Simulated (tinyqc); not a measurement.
Rapid thermal processing of a wafer: radiative balance, ramp and cooling, pattern effects, pyrometer error and spike budget: one step, computed by the program tinyqc. Command: `OMP_NUM_THREADS=1 python tinyqc.py 3111438 3111439 out.jsonl rtp walk`. One thread of a shared host (Intel(R) Xeon(R) Processor @ 2.30GHz), about 0.04 s of CPU time with the checks.

The wafer is opaque and uniform through its thickness unless said otherwise; temperatures in formulas are in kelvin (C + 273.15). sigma = 5.670374419e-12 W/(cm^2 K^4).

Question. Power to hold and to ramp. Effective emissivity between parallel grey plates: eps_eff = 1/(1/eps + 1/(1 - r) - 1). Loss per area q(T) = 2 eps_eff sigma (T^4 - T_w^4) + h (T - T_w). Absorbed power during a ramp = q(T) + C d x ramp rate; thermal time constant tau = C d/(dq/dT), dq/dT = 8 eps_eff sigma T^3 + h; natural cooling rate q/(C d); front-to-back difference under one-sided heating at the end of the ramp = (absorbed power) d/(2 k).

Inputs (values chosen for the exercise, modelled on a hot silicon wafer): wafer thickness d = 525 micrometre; heat capacity per volume C = 2.19 J/(cm^3 K); thermal conductivity k = 0.23 W/(cm K); emissivity eps of each face = 0.63; reflectivity of the chamber walls r = 0.45; gas heat-transfer coefficient h, both faces together = 2.5 mW/(cm^2 K); wall temperature T_w = 350 K; process temperature = 662 C; ramp rate = 32 K/s.

Give: eps_eff; holding power q; power at the end of the ramp; dq/dT; time constant tau; natural cooling rate; front-to-back difference.

Answer.

eps_eff = 0.4157

holding power q = 4.998 W/cm^2

power at the end of the ramp = 8.677 W/cm^2

dq/dT = 17.92 mW/(cm^2 K)

time constant tau = 6.415 s

natural cooling rate = 43.47 K/s

front-to-back difference = 0.9903 K

Radiation carries 71 % of the loss. The ramp needs 1.7 times the holding power.
